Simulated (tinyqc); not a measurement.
Interdiffusion in a binary couple: Darken equations, Kirkendall shift and Boltzmann-Matano analysis: one step, computed by the program tinyqc.

x is the mole fraction of B; the molar volume is constant, and the two halves are long enough to count as infinite.

Problem. Boltzmann-Matano diffusivity. D~(x) = area/(2 t slope), with z counted from the original interface (the Matano plane); 1 um^2 = 1e-12 m^2.

Inputs (values chosen for the exercise, for a model alloy A-B): temperature T = 1350 K; time t = 16000 s.

area -int z dx from x_L to the local x = 9.869473 um

slope dx/dz at the local x = 0.003503055 1/um

Give: D~ from the profile.

Solution.

D~ from the profile = 8.804e-14 m^2/s
